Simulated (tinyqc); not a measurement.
Inside a calculation. Method: plane-wave Kohn-Sham cycle with exchange-only LDA in a layered model solid. One step of it, computed by the program tinyqc.

Problem. Iteration 1: Hamiltonian at one k. H(m,m') = (k + G_m)^2/2 delta + V(G_m - G_m'), with V(-G) = V(G).

A solid whose potential varies along x alone (atomic units):
```
parameter                      value
period a                    6.100000
cross-section of the cell  10.000000
electrons per cell                 2
grid points                       16
plane waves -n..n, n               3
k points                           4
V1 in V1 cos(2 pi x/a)     -0.450000
V2 in V2 cos(4 pi x/a)      0.100000
```

V(G_m), m = 0, 1, 2, ... (hartree): [-0.315179, -0.225000, 0.050000, 0.000000, 0.000000, 0.000000, 0.000000]

k = 0.125000 2 pi / a

Give: H.

Solution.

H (hartree), order -3, -2, -1, +0, +1, +2, +3:
```
[[4.0696, -0.2250, 0.0500, 0.0000, 0.0000, 0.0000, 0.0000],
 [-0.2250, 1.5498, -0.2250, 0.0500, 0.0000, 0.0000, 0.0000],
 [0.0500, -0.2250, 0.0910, -0.2250, 0.0500, 0.0000, 0.0000],
 [0.0000, 0.0500, -0.2250, -0.3069, -0.2250, 0.0500, 0.0000],
 [0.0000, 0.0000, 0.0500, -0.2250, 0.3562, -0.2250, 0.0500],
 [0.0000, 0.0000, 0.0000, 0.0500, -0.2250, 2.0803, -0.2250],
 [0.0000, 0.0000, 0.0000, 0.0000, 0.0500, -0.2250, 4.8653]]
```
